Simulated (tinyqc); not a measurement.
Pressure-driven transition between two phases with analytic equations of state: one step, computed by the program tinyqc.

Each phase obeys E = E0 + (9 V0 B0/16) [y^3 B' + y^2 (2 - 4 y)], y = (V0/V)^(2/3) - 1; P = (3 B0/2) (x^7 - x^5) [1 + (3/4)(B' - 4)(x^2 - 1)], x = (V0/V)^(1/3); E0 = 0 for phase 1 and Delta E0 for phase 2. H = E + P V.

Problem. Shift with temperature. Start from P = Delta E0/(V0 of phase 1 - V0 of phase 2); at each P solve P(V) = P for both phases and step P(new) = P - (H_2 - H_1)/(V_2 - V_1); stop when |H_2 - H_1| < 1e-10 eV. At the zero-temperature transition the volume change is V_2/V_1 - 1 and the work is P (V_1 - V_2). At T the condition is H_2 - H_1 - T Delta S = 0, with Delta S constant and thermal expansion left out; the Clausius-Clapeyron slope is dP/dT = Delta S/(V_2 - V_1) at the zero-temperature point.

Inputs (values chosen for the exercise, for two model phases):
```
quantity                                   value             unit
volume V0 of phase 1                        21.3  angstrom^3/atom
B0 of phase 1                               49.8              GPa
B' of phase 1                               3.58                -
volume V0 of phase 2                        16.9  angstrom^3/atom
B0 of phase 2                               60.5              GPa
B' of phase 2                               5.13                -
energy of phase 2 above phase 1, Delta E0  0.049          eV/atom
entropy of phase 2 less phase 1, Delta S   -0.15         k_B/atom
temperature T                                900                K
```

Equation of state: Birch-Murnaghan.

V_2 at the transition = 16.42898 angstrom^3

V_1 at the transition = 20.57351 angstrom^3

transition pressure = 1.838789 GPa

Constants: k_B = 8.617333262e-05 eV/K; 1 eV/angstrom^3 = 160.2176634 GPa.

Give: Clapeyron slope; transition pressure at T; linear estimate at T.

Solution.

Clapeyron slope = 0.4997 MPa/K

transition pressure at T = 2.292 GPa

linear estimate at T = 2.289 GPa

The dense phase has the lower entropy, so heating raises the transition pressure. Caution: a constant Delta S holds only at high temperature; it vanishes as T goes to 0, so the shift counted from T = 0 is somewhat too large.
